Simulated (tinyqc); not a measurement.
Gated two-dimensional channel with two bands, quantum capacitance: one step of the calculation.

phi is the Fermi level above the lowest band edge, in volts; Vg is counted from the gate voltage at which an empty channel would have phi = 0. The channel has no thickness; trap charge is -q Dit phi.

Problem. Charge and capacitances at the solution. D1 = gv md m0 q/(pi hbar^2), D2 = g2 m2 m0 q/(pi hbar^2) per eV; n1 = D1 Vt ln(1 + exp(phi/Vt)), n2 = D2 Vt ln(1 + exp((phi - E2)/Vt)), n = n1 + n2; Cq = q dn/dphi = q [D1/(1 + exp(-phi/Vt)) + D2/(1 + exp((E2 - phi)/Vt))]. 1/C_G = 1/Cox + 1/(Cq + q Dit); dphi/dVg = Cox/(Cox + Cq + q Dit).

Inputs (values chosen for the exercise); lowest band close to that of a thin InAs body: temperature T = 400 K; in-plane mass md = 0.0337 m0; valley degeneracy gv = 1; in-plane mass of a second band, chosen freely m2 = 0.076 m0; valley degeneracy of that band, chosen freely g2 = 1; second band edge above the first E2 = 0.35 eV; density of traps Dit = 0 cm^-2 eV^-1.

Constants: q = 1.602176634e-19 C, kB = 1.380649e-23 J/K, hbar = 1.054571817e-34 J s, m0 = 9.1093837015e-31 kg, Vt = kB T/q. Results are converted to the units shown.

converged phi = 0.043825269 V
Cox = 0.31392120 uF/cm^2

Wanted: n; Cq; C_G; dphi/dVg.

Solution.

n = 7.371e11 cm^-2
Cq = 1.762 uF/cm^2
C_G = 0.2665 uF/cm^2
dphi/dVg = 0.1512

Cq is 5.61 times Cox, so C_G is 84.9 % of Cox; 10.4 % of the gate voltage has gone into phi.

Numbers from tinyqc (`OMP_NUM_THREADS=1 python tinyqc.py 2200137 2200138 out.jsonl`; about 0.01 s on one thread of a shared Intel Xeon 2.30GHz).
